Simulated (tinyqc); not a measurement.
# Changing the time step dt

Model: finite-difference solution of the diffusion equation on a small grid. Computed by tinyqc, a small Python program. Command: `OMP_NUM_THREADS=1 python tinyqc.py 3022122 3022123 out.jsonl fdiff sweep`. One thread of a shared host (Intel(R) Xeon(R) Processor @ 2.30GHz), about 0.02 s of CPU time with the checks.

dC/dt = D d2C/dx2 on nodes x_j = j dx, j = 0..8; the far end is sealed.

Inputs (values chosen for the exercise): diffusivity D = 0.14 nm^2/s; grid spacing dx = 5 nm; final time t_f = 320 s; loss velocity h = 0.018 nm/s.

Boundary at x = 0: surface loss. Scheme: explicit.

start values C_j, j = 0, 1, ... (% of a reference): [77.7, 100, 75.9, 21.1, 3.13, 0, 0, 0, 0]

Method:
- The operator M acts as (M C)_j = C_(j-1) - 2 C_j + C_(j+1); at the sealed far end a mirror node gives 2 C_(N-2) - 2 C_(N-1); at j = 0, the outward flux h C_0 gives 2 C_1 - (2 + 2 h dx/D) C_0.
- r = D dt/dx^2.
- With r = D dt/dx^2: (1 - theta r M) C(new) = (1 + (1 - theta) r M) C(old); theta = 0 explicit, 1 implicit, 1/2 Crank-Nicolson.
- The run takes n = round(t_f/dt) steps of length t_f/n.
- The dose is the trapezoidal sum of C dx; the error is the largest difference from exp(M D t/dx^2) C(0), the exact time evolution on the same grid.

One run for each value:
```
time step dt (s)  largest error at t_f (%)  mesh ratio r  final C_4 (%)  final dose (% nm)
1.25                                0.0565         0.007         20.630             908.81
2.50                                0.1132         0.014         20.659             908.57
5.00                                0.2271         0.028         20.718             908.09
10.00                               0.4566         0.056         20.837             907.11
20.00                               0.9228         0.112         21.082             905.13
40.00                               1.8831         0.224         21.595             901.04
```

Over the rows, largest error at t_f (%) rises from 0.0565 to 1.88 (exponent d ln y / d ln x about 1.0 throughout). The exponent of largest error at t_f stays between 1.00 and 1.03, near 1: first order in the step.

Extremes, crossings and ranges named in words are read from the listed rows.
